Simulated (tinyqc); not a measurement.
# Resonant-tunnelling diode, transfer matrices and Tsu-Esaki current: what changes with what

Emitter (band edge 0), barrier d1, well Lw, barrier d2, collector (edge -V). The bias drops linearly over these layers and none in the contacts; each layer is cut into ns equal slices, flat at the value of their centres. E is the energy of motion across the layers, C = hbar^2/(2 m0), psi and psi'/m are continuous. Transport is coherent, T(E) is taken as independent of the transverse momentum, and charge in the well is ignored.

Parameters, values chosen for the exercise; masses and offsets of a made-up heterostructure:

| symbol | value | unit | meaning |
|---|---|---|---|
| T | 300 | K | temperature |
| mw | 0.029 | m0 | mass in the well, spacer and contacts |
| U1 | 1.7 | eV | barrier height |
| m1 | 0.13 | m0 | barrier mass |
| d1 | 0.8 | nm | emitter barrier |
| Lw | 4.1 | nm | well width |
| d2 | 0.8 | nm | collector barrier |
| ns | 4 |  | slices in each layer |
| Ef | 0.16 | eV | Fermi energy of both contacts above their band edges |
| V | 0.27 | V | bias of the collector |

Constants: q = 1.602176634e-19 C, kB = 1.380649e-23 J/K, hbar = 1.054571817e-34 J s, m0 = 9.1093837015e-31 kg, Vt = kB T/q, hbar^2/(2 m0) = 0.0380998212 eV nm^2. Results are converted to the units shown.

Each table varies one quantity; the others keep the values above.

## Current against voltage

For the pair (psi, psi'/m) a flat layer has M = [[cos kd, (m/k) sin kd], [-(k/m) sin kd, cos kd]] with k = sqrt(m (E - U)/C) above its edge U, and M = [[cosh Kd, (m/K) sinh Kd], [(K/m) sinh Kd, cosh Kd]] with K = sqrt(m (U - E)/C) below it. Later slices stand to the left. With M acting on (psi, psi'/m) and v = k/m in each lead, T(E) = 4 vL vR/[(vL vR M12 - M21)^2 + (vR M11 + vL M22)^2]. J = J0 times the integral over E > 0 of T(E) N(E), N = ln[(1 + exp((Ef - E)/Vt))/(1 + exp((Ef - V - E)/Vt))], J0 = q^2 mw m0 kB T/(2 pi^2 hbar^3) (times 1e-4 for A/cm^2 per eV). The integral is converged to the digits shown.

Current against voltage:

| V (V) | J (kA/cm^2) |
|---|---|
| 0.047 | 44.25 |
| 0.116 | 151.9 |
| 0.185 | 351.3 |
| 0.254 | 614.3 |
| 0.322 | 834.0 |
| 0.391 | 857.8 |
| 0.46 | 227.2 |
| 0.529 | 57.45 |
| 0.598 | 33.49 |
| 0.667 | 24.39 |
| 0.736 | 19.87 |
| 0.805 | 17.39 |

What does the comparison show?

Among the rows the current peaks at 858 kA/cm^2 at V = 0.391 V and falls to 17.4 kA/cm^2 at 0.805 V, a ratio of 49.3 (it is still falling in the last row, so the valley lies there or beyond). At zero bias the resonance lies at 0.234 eV and the centre of the well takes the share 0.500 of the bias, so the level should reach the emitter band edge near V = 0.467 V; beyond that only the tail of the broadened level (width 18.1 meV at zero bias) and off-resonant tunnelling carry current. Without scattering and space charge the valley comes out far lower than in a real diode. In 6 of the 12 rows the bias alone exceeds 0.4 V, so electrons enter the collector far above its band edge, where real bands are no longer parabolic.

## Effect of the emitter barrier

Same model as above.

The resonance is the first maximum of T(E) for E > 0, G its full width at half maximum.

Effect of the emitter barrier:

| d1 (nm) | Er (eV) | Tp | G (meV) | J (kA/cm^2) |
|---|---|---|---|---|
| 0.5 | 0.09719 | 0.9102 | 35.40 | 1274 |
| 0.6 | 0.09757 | 0.9940 | 26.55 | 1087 |
| 0.8 | 0.09575 | 0.8642 | 17.64 | 674.0 |
| 0.9 | 0.09423 | 0.6971 | 15.49 | 492.8 |
| 1.1 | 0.09071 | 0.3684 | 13.26 | 236.3 |
| 1.2 | 0.08887 | 0.2500 | 12.70 | 157.7 |
| 1.4 | 0.08520 | 0.1069 | 12.09 | 67.45 |

Read the table: what changes, and by how much?

As d1 grows from 0.5 to 1.4 nm, G falls from 35.4 to 12.1 meV, Tp goes from 0.910 through a maximum of 0.994 (at d1 = 0.6 nm among the rows listed) to 0.107, and J falls from 1270 to 67.4 kA/cm^2. The product G Tp changes by a factor of 0.0401 and J by 0.0529; the rest comes from the shift of Er (0.0972 to 0.0852 eV) against the supply function and from current off resonance. In 2 of the 7 rows a layer is thinner than 0.8 nm, a few atomic planes, where an effective mass is a rough description.

## Effect of the Fermi energy

Same model as above.

Er is the first maximum of T(E) at this bias.

Effect of the Fermi energy:

| Ef (eV) | N at Er = 0.0958 eV | J (kA/cm^2) |
|---|---|---|
| 0.024 | 0.06034 | 18.95 |
| 0.045 | 0.1312 | 39.81 |
| 0.067 | 0.2838 | 82.40 |
| 0.088 | 0.5536 | 154.0 |
| 0.109 | 0.9806 | 264.0 |
| 0.131 | 1.590 | 420.1 |
| 0.152 | 2.281 | 599.8 |
| 0.173 | 3.035 | 799.4 |

What does the comparison show?

J rises from 19.0 to 799 kA/cm^2, a factor of 42.2, while N at the resonance grows by 50.3.

Numbers from tinyqc (`OMP_NUM_THREADS=1 python tinyqc.py 2600067 2600068 out.jsonl`; about 0.2 s on one thread of a shared Intel Xeon 2.30GHz).
